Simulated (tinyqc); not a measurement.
Six-band Luttinger-Kohn model with strain: sweeps and comparisons. A value that a table varies takes the place of the one given here.

Six-band Luttinger-Kohn model in the basis |3/2,3/2>, |3/2,1/2>, |3/2,-1/2>, |3/2,-3/2>, |1/2,1/2>, |1/2,-1/2>, electron energies, zero at the top of the unstrained valence band. H = -[rows: (P+Q, -S, R, 0, -S/r2, r2 R); (-S*, P-Q, 0, R, -r2 Q, r32 S); (R*, 0, P-Q, S, r32 S*, r2 Q); (0, R*, S*, P+Q, -r2 R*, -S*/r2); (-S*/r2, -r2 Q, r32 S, -r2 R, P+Dso, 0); (r2 R*, r32 S*, r2 Q, -S/r2, 0, P+Dso)], r2 = sqrt(2), r32 = sqrt(3/2). Levels are twofold.

P = c g1 k^2 - av tr(e); Q = c g2 (kx^2 + ky^2 - 2 kz^2) - (b/2)(exx + eyy - 2 ezz); R = c sqrt3 [-g2 (kx^2 - ky^2) + 2i g3 kx ky] + (sqrt3/2) b (exx - eyy) - i d exy; S = 2 c sqrt3 g3 (kx - i ky) kz - d (exz - i eyz); c = hbar^2/2m0, e the strain tensor (not engineering shear).

s11 = (C11 + C12)/((C11 - C12)(C11 + 2 C12)), s12 = -C12/((C11 - C12)(C11 + 2 C12)), s44 = 1/C44; exx = s11 sxx + s12 (syy + szz) and cyclic, exy = s44 sxy/2; tension is positive. A uniaxial stress X along the unit vector n is s_ij = X n_i n_j.

Constants: hbar^2/2m0 = 3.80998211 eV angstrom^2.

Values chosen for the exercise (near those of InSb; not measured data): Dso = 0.817 eV (spin-orbit splitting); g1 = 34.8 (Luttinger gamma1); g2 = 15.54 (gamma2); g3 = 16.48 (gamma3); av = 0.36 eV (valence hydrostatic potential); b = -2.01 eV (tetragonal shear potential); d = -4.67 eV (trigonal shear potential); C11 = 68.4 GPa; C12 = 37.6 GPa; C44 = 30.9 GPa; load = biaxial (001) (kind of stress); X1 = 1.4 GPa (size of the stress); E_h = 5 meV (hole energy below the top); X = -1.22 GPa (stress).

## Sweep of a biaxial (001) stress

Edges at k = 0 and curvature masses of the top pair along [110] and [001] (step 0.0002 1/angstrom); at zero stress the top is fourfold and has no single curvature.

Edges and masses:

| X (GPa) | top (eV) | second (eV) | third (eV) | splitting (meV) | m [110] | m [001] |
|---|---|---|---|---|---|---|
| -1.50 | 0.0904 | -0.0797 | -0.8503 | 170.0 | 0.020 | 0.269 |
| -1.00 | 0.0602 | -0.0591 | -0.8332 | 119.4 | 0.020 | 0.269 |
| -0.50 | 0.0301 | -0.0324 | -0.8222 | 62.6 | 0.020 | 0.269 |
| 0.00 | 0.0000 | 0.0000 | -0.8170 | 0.0 | - | - |
| 0.50 | 0.0376 | -0.0301 | -0.8170 | 67.8 | 0.059 | 0.014 |
| 1.00 | 0.0798 | -0.0602 | -0.8215 | 140.1 | 0.067 | 0.013 |
| 1.50 | 0.1259 | -0.0904 | -0.8300 | 216.3 | 0.076 | 0.013 |

The splitting reaches 170.0 meV under compression and 216.3 meV under the same tension; linear shear terms alone would make the two equal, and the difference comes from the coupling to the split-off band. At the ends of the sweep the top pair has a mass along [110] of 0.020 under compression and 0.076 under tension, so compression gives the lighter holes along [110]; along [001] it has 0.269 and 0.013. The top edge itself moves by +90 and +126 meV. The ends of the sweep mean strains up to 2.6 %, beyond the range of linear deformation potentials.

## Which stress helps holes along [110]

Each load has size X1 (biaxial: sxx = syy); masses are curvatures of the top pair at k = 0.

Results:

| load | splitting (meV) | top edge (meV) | m [110] | m [001] |
|---|---|---|---|---|
| uniaxial [110], compression | 148.9 | 76.5 | 0.013 | 0.086 |
| uniaxial [110], tension | 128.9 | 74.3 | 0.319 | 0.017 |
| uniaxial [100], compression | 200.7 | 105.9 | 0.022 | 0.074 |
| uniaxial [100], tension | 160.4 | 94.9 | 0.037 | 0.020 |
| uniaxial [111], compression | 130.6 | 66.0 | 0.018 | 0.029 |
| uniaxial [111], tension | 112.4 | 64.6 | 0.055 | 0.029 |
| biaxial (001), compression | 160.4 | 84.3 | 0.020 | 0.269 |
| biaxial (001), tension | 200.7 | 116.4 | 0.074 | 0.013 |

The lightest mass along [110] (0.013) comes with uniaxial [110], compression. The largest splitting (200.7 meV) comes with uniaxial [100], compression; biaxial (001), tension. The heaviest mass along [001] (0.269), which lowers the confinement energy in a (001) channel, comes with biaxial (001), compression. The splitting per GPa follows b (s11 - s12) for loads along cube axes and d s44 for [111]: here 2 |b| (s11 - s12) = 130.5 and |d| s44/sqrt3 = 87.3 meV per GPa in the limit of large Dso; where the splitting nears Dso, mixing with the split-off band makes it depend on the sign of the load.

## Warping of the constant-energy contours (six-band Luttinger-Kohn model)

No strain (e = 0). In the plane kz = 0, |k| where the top and second pairs lie E_h below the top, against the angle from [100]; m = c k^2/E_h.

Contours:

| angle (degrees) | k top (1/angstrom) | k second (1/angstrom) | m top (m0) | m second (m0) |
|---|---|---|---|---|
| 0 | 0.0188 | 0.0045 | 0.269 | 0.015 |
| 9 | 0.0191 | 0.0045 | 0.279 | 0.015 |
| 18 | 0.0202 | 0.0045 | 0.310 | 0.015 |
| 27 | 0.0217 | 0.0044 | 0.360 | 0.015 |
| 36 | 0.0233 | 0.0044 | 0.412 | 0.015 |
| 45 | 0.0239 | 0.0044 | 0.436 | 0.015 |

The heavy contour reaches 1.274 times as far along [110] as along [100], the light one 0.989 times. The warping follows g3 - g2 = 0.94 and would vanish for g2 = g3. Along [100] the heavy mass is 1/(g1 - 2 g2) = 0.269 at any energy, while the light one is 0.0152, against 1/(g1 + 2 g2) = 0.0152 at the edge, for E_h/Dso = 0.01.

## What each parameter does

Edges at k = 0 under a biaxial (001) stress X and the curvature mass of the top pair along [110] (step 0.0002 1/angstrom). Each row changes one parameter from the base and keeps the others.

Results:

| case | top (eV) | second (eV) | third (eV) | mass (m0) |
|---|---|---|---|---|
| base | 0.0735 | -0.0689 | -0.8399 | 0.020 |
| C11 = 82.08 GPa | 0.0495 | -0.0528 | -0.8305 | 0.020 |
| b = -1.608 eV | 0.0576 | -0.0592 | -0.8337 | 0.020 |
| av = 0.288 eV | 0.0747 | -0.0677 | -0.8387 | 0.020 |
| C44 = 24.72 GPa | 0.0735 | -0.0689 | -0.8399 | 0.020 |
| g1 = 27.84 | 0.0735 | -0.0689 | -0.8399 | 0.023 |
| X = -0.976 GPa | 0.0588 | -0.0580 | -0.8325 | 0.020 |
| d = -5.604 eV | 0.0735 | -0.0689 | -0.8399 | 0.020 |

The largest shifts from the base row, up to three for each result and ties (the steps differ in size, so this ranks the rows, not the parameters). top (eV): C11 -0.0240, b -0.0159, X -0.0147; unchanged at the printed digits by C44, g1 and d. second (eV): C11 +0.0161, X +0.0110, b +0.0097; unchanged at the printed digits by C44, g1 and d. third (eV): C11 +0.0094, X +0.0074, b +0.0062; unchanged at the printed digits by C44, g1 and d. mass (m0): g1 +0.003; unchanged at the printed digits by C11, b, av, C44, X and d. The Luttinger parameters multiply k^2 and cannot move the edges; av shifts all edges alike and leaves the mass.

Run: tinyqc, `OMP_NUM_THREADS=1 python tinyqc.py 1050809 1050810 out.jsonl`; Intel(R) Xeon(R) Processor @ 2.30GHz, one thread, shared host; about 0.03 s of CPU time with all checks.
